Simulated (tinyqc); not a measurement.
The mass ratio: thresholds of impact ionisation and Auger recombination from band masses.

Parameters, chosen for this exercise (out of a larger set: near those of GaAs, gap at low temperature and not tied to T; not measured data): Eg = 1.475 eV (gap at Gamma to the s-like level).

mu = me/mh is varied; thresholds in units of Eg for ionisation started by an electron, (1 + 2 mu)/(1 + mu), and by a heavy hole, (2 + mu)/(1 + mu).

Results:
```
mu     electron (Eg)  hole (Eg)  electron (eV)  hole (eV)
0.082         1.0758     1.9242          1.587      2.838
0.145         1.1266     1.8734          1.662      2.763
0.440         1.3056     1.6944          1.926      2.499
0.660         1.3976     1.6024          2.061      2.364
1.000         1.5000     1.5000          2.212      2.212
1.400         1.5833     1.4167          2.335      2.090
```

Give the missing row, mu = 0.620.

Computed row:
```
mu     electron (Eg)  hole (Eg)  electron (eV)  hole (eV)
0.620         1.3827     1.6173          2.040      2.385
```

The two thresholds add up to 3 Eg in every row and are equal, 3/2 Eg, at mu = 1. The lighter carrier has the lower threshold; in the first row the two differ by 1.251 eV, which would favour one carrier in avalanche multiplication. Real ionisation rates depend on the whole band structure and can be nearly equal although the edge masses differ.

Run: tinyqc, `OMP_NUM_THREADS=1 python tinyqc.py 1850129 1850130 out.jsonl`; Intel(R) Xeon(R) Processor @ 2.30GHz, one thread, shared host; about 0.01 s of CPU time with all checks.
